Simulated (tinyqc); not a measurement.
Charge neutrality of a doped semiconductor with incomplete ionisation. From intrinsic density n_i back to temperature T. Computed by tinyqc, a small Python program. Command: `OMP_NUM_THREADS=1 python tinyqc.py 3014780 3014781 out.jsonl dopant inv`. One thread of a shared host (Intel(R) Xeon(R) Processor @ 2.30GHz), about 0.1 s of CPU time with the checks.

Energies are counted from the top of the valence band; E_D is measured down from the conduction band and E_A up from the valence band.

Inputs (values chosen for the exercise, modelled on AlN):

| quantity | value | unit |
|---|---|---|
| gap at 0 K E_g0 | 6 | eV |
| Varshni alpha | 0.00173 | eV/K |
| Varshni beta | 1400 | K |
| electron mass m_e | 0.325 | m_0 |
| valleys M_c | 1 | - |
| hole mass m_h | 2.56 | m_0 |

Doping: n-type. Statistics of the bands: Fermi-Dirac.

Constants: m_0 = 9.1093837015e-31 kg; k_B = 1.380649e-23 J/K; h = 6.62607015e-34 J s; k_B = 8.617333262e-05 eV/K.

Method:
- E_g = E_g0 - alpha T^2/(T + beta).
- N_c = 2 M_c (2 pi m_e k_B T/h^2)^(3/2) and N_v = 2 (2 pi m_h k_B T/h^2)^(3/2), masses in units of m_0.
- n_i = sqrt(N_c N_v) exp(-E_g/(2 k_B T)); E_i = E_g/2 + (k_B T/2) ln(N_v/N_c).

Problem. A run gave the result below. Find the temperature T, known to lie between 240 and 500 K.

intrinsic density n_i = 2.853537e-38 cm^-3

Solution.

Each step takes the trial c = (a f_b - b f_a)/(f_b - f_a), f being the result less the target and a, b, c the logarithms of the listed values; c replaces end b, the old b replaces a if the sign of f changed, and otherwise f_a is halved.

Scan of the range:

| temperature T (K) | intrinsic density n_i (cm^-3) |
|---|---|
| 240 | 6.83966e-44 |
| 271 | 1.54716e-36 |
| 307 | 7.76377e-30 |
| 346 | 3.97182e-24 |
| 391 | 6.24585e-19 |
| 442 | 2.70113e-14 |
| 500 | 3.81049e-10 |

False position (Illinois rule, in the logarithm of the input) inside the bracket:

| step | end a | end b | trial | intrinsic density n_i (cm^-3) |
|---|---|---|---|---|
| 1 | 240.000 | 271.000 | 240.538 | 9.52148e-44 |
| 2 | 271.000 | 240.538 | 241.068 | 1.31650e-43 |
| 3 | 271.000 | 241.068 | 242.092 | 2.45361e-43 |
| 4 | 271.000 | 242.092 | 244.009 | 7.75909e-43 |
| 5 | 271.000 | 244.009 | 247.377 | 5.62381e-42 |
| 6 | 271.000 | 247.377 | 252.647 | 1.12308e-40 |
| 7 | 271.000 | 252.647 | 259.371 | 4.30523e-39 |
| 8 | 271.000 | 259.371 | 265.183 | 8.68450e-38 |
| 9 | 259.371 | 265.183 | 261.064 | 1.04697e-38 |
| 10 | 265.183 | 261.064 | 262.032 | 1.73194e-38 |
| 11 | 265.183 | 262.032 | 262.904 | 2.71572e-38 |
| 12 | 265.183 | 262.904 | 263.100 | 3.00372e-38 |

Intrinsic density n_i rises at every point of a 13-point scan of the range (every second point is shown), so one value fits; it is bracketed by 240 and 271. Answer: temperature T = 263.0 K.
